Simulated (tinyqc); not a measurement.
Input admittance of a MOSFET at zero drain bias: distributed channel and distributed gate: two steps of the calculation.

Source and drain grounded, strong inversion, w = 2 pi f, Cox = eps0 eox/tox. The channel is an RC line of resistance 1/(mu Cox Vo) per square fed from both ends, so one finger has the intrinsic admittance y = i w Cox L tanh(g)/g per width, g = (1/2) sqrt(i w tau), tau = L^2/(mu Vo). The vertical resistance rv/L is in series with y, the overlaps 2 i w Cov in parallel: y_t = 1/(1/y + rv/L) + 2 i w Cov. The gate strip is a line of Rsh/L per length loaded by y_t, so a finger has Y = y_t Wf tanh(k)/k, k = (Wf/sd) sqrt(y_t Rsh/L); the device has Nf Y.

Values chosen for this exercise; values of the order met in silicon radio-frequency transistors: relative permittivity of the gate insulator (close to silicon nitride) eox = 7.5; insulator thickness tox = 4.2 nm; channel length L = 0.2 um; finger width Wf = 0.65 um; number of fingers Nf = 16; channel mobility mu = 280 cm^2/(V s); gate overdrive Vo = 0.32 V; sheet resistance of the gate Rsh = 9.3 ohm/square; vertical resistivity of the gate stack rv = 2.9 ohm um^2; number of ends at which a finger is contacted sd = 1; overlap and fringe capacitance on each side Cov = 0.3 fF/um; frequency f = 28 GHz.

Constants: eps0 = 8.8541878128e-14 F/cm where lengths are in cm. Results are converted to the units shown.

Task 1. Admittance of the channel and stack per width. tau, g, c = Cox L, y and y_t as defined.

Wanted: tau; g; c; y; y_t.

Result 1.

tau = 4.464 ps
g = 0.3133+0.3133i
c = 3.162 fF/um
y = 36.2+553.5i uS/um
y_t = 40.6+658.4i uS/um

w tau = 0.785, and Im y is 0.995 of w c.

Task 2. Input impedance of the device. k and Y as defined; Z = 1/(Nf Y) = R + 1/(i w C); Q = |Im Z|/R; signal at the point farthest from a contact |1/cosh k|.

y_t = 40.60128+658.42484i uS/um

Wanted: k; Nf Y; R; C; Q; signal at the far point.

Result 2.

k = 0.08294+0.07798i
Nf Y = 0.452+6.844i mS
R = 9.601 ohm
C = 39.07 fF
Q = 15.15
signal at the far point = 0.9996

Computed by the program tinyqc: `OMP_NUM_THREADS=1 python tinyqc.py 2262076 2262077 out.jsonl`, one thread of a shared Intel Xeon 2.30GHz, about 0.01 s for the whole run.
